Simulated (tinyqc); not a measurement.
# Body thickness for a wanted scale length

Problem. A double-gate structure has tan(pi ti/Lambda) tan(pi ts/(2 Lambda)) = ei/eps_r, both angles below pi/2. Find ts.

Values chosen for this exercise; permittivities: semiconductor close to that of In0.53Ga0.47As, insulator close to that of zirconium oxide:
- eps_r = 13.9 (relative permittivity of the semiconductor)
- ei = 24.1 (relative permittivity of the insulator)
- ti = 2.9 nm (insulator thickness)

Lambda = 16.292872 nm

Solution. The condition is explicit in ts: an arctangent, taken between 0 and pi/2.

ts = 12.70 nm

Program tinyqc, `OMP_NUM_THREADS=1 python tinyqc.py 2420077 2420078 out.jsonl`; Intel Xeon 2.30GHz, shared host, one thread, about 0.01 s.
